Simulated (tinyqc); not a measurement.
Against the doping: grain-boundary trapping model (Seto) of a polycrystalline semiconductor film. Computed by tinyqc, a small Python program. Command: `OMP_NUM_THREADS=1 python tinyqc.py 3015088 3015089 out.jsonl poly walk`. One thread of a shared host (Intel(R) Xeon(R) Processor @ 2.30GHz), about 0.01 s of CPU time with the checks.

Grains of equal size L are joined by thin boundaries with one trap level. Trapped carriers deplete a width W on each side and raise a barrier, crossed by thermionic emission. Dopants are fully ionised, statistics are non-degenerate and mu_g does not depend on T.

Inputs (values chosen for the exercise, modelled on polycrystalline silicon):
```
quantity                                     value        unit
permittivity eps                              11.7           -
effective mass m                               0.3         m_0
effective density of states at 300 K, N_c  2.8e+19      1/cm^3
grain size L                                    42          nm
trap density Q_t                           6.7e+11      1/cm^2
trap level E_t below the band edge            0.43          eV
mobility inside the grains mu_g                180  cm^2/(V s)
temperature T                                  350           K
```

Grain interior: resistance included.

Constants: e = 1.602176634e-19 C; eps_0 = 8.8541878128e-12 F/m; k_B = 8.617333262e-05 eV/K; m_0 = 9.1093837015e-31 kg; k_B = 1.380649e-23 J/K.

Method:
- If all traps fill, the grain is just depleted at N* = Q_t/L, with the barrier e Q_t L/(8 eps eps_0).
- N_c(T) = N_c (T/300 K)^(3/2). Filled traps Q = Q_t/(1 + (1/2) exp((E_t* - E_F)/k_B T)), where E_t* = e V_B - E_t and E_F are counted from the band edge at the grain centre. Partial depletion: Q = 2 N W, V_B = e N W^2/(2 eps eps_0), E_F = k_B T ln(N/N_c); solve for W. If that W would exceed L/2 the grain is fully depleted: W = L/2, Q = N L, and E_F follows from the trap equation. Centre density n_0 = N_c exp(E_F/k_B T).
- Boundary: sigma_b = L e^2 n_0 exp(-e V_B/k_B T)/sqrt(2 pi m k_B T); drift through the grain, depleted parts included: rho_g = [(1 - 2W/L) + (2W/L) int_0^1 exp(y^2 s^2) ds]/(e n_0 mu_g); rho = 1/sigma_b + rho_g. Mean carrier density n_av = n_0 [(1 - 2W/L) + (2W/L) (sqrt(pi)/2) erf(y)/y], y = sqrt(e V_B/k_B T); effective mobility 1/(e n_av rho).

N* = 1.59524e+17 1/cm^3

The same film:
```
N (1/cm^3)  W (nm)   V_B (V)  mean density (1/cm^3)  mobility (cm^2/(V s))  rho (ohm cm)
4.80e+15    21.000  0.001637             3.6499e+11                 143.66    1.1903e+05
1.60e+16    21.000  0.005456             1.4290e+12                 140.82    3.1017e+04
4.00e+16    21.000  0.013641             5.1785e+12                 133.27    9.0439e+03
8.00e+16    21.000  0.027282             2.1584e+13                 117.20    2.4673e+03
1.30e+17    21.000  0.044333             1.4508e+14                  93.94    4.5798e+02
1.90e+17    17.627  0.045651             1.3599e+17                  89.22    5.1443e-01
3.20e+17    10.468  0.027115             2.8275e+17                 113.25    1.9491e-01
6.40e+17     5.234  0.013559             6.1900e+17                 130.61    7.7203e-02
1.60e+18     2.094  0.005424             1.5909e+18                 139.47    2.8130e-02
6.40e+18     0.523  0.001356             6.3976e+18                 143.45    6.8009e-03
```

What does the comparison show, and why?

The barrier peaks among these rows at N = 1.9e17 (0.046 V) and the mobility has its minimum at 1.9e17; N* is 1.6e17. While the grain is fully depleted (W = L/2) V_B grows as N; once all traps are filled it falls as 1/N (last exponent -1.00). Partly depleted rows (W < L/2) with e V_B below 2 k_B T stretch the depletion approximation. Where N approaches N_c the non-degenerate statistics fail. rho drops most steeply, as N^-17.9, between 1.3e17 and 1.9e17.

Extremes, crossings and ranges named in words are read from the listed rows.
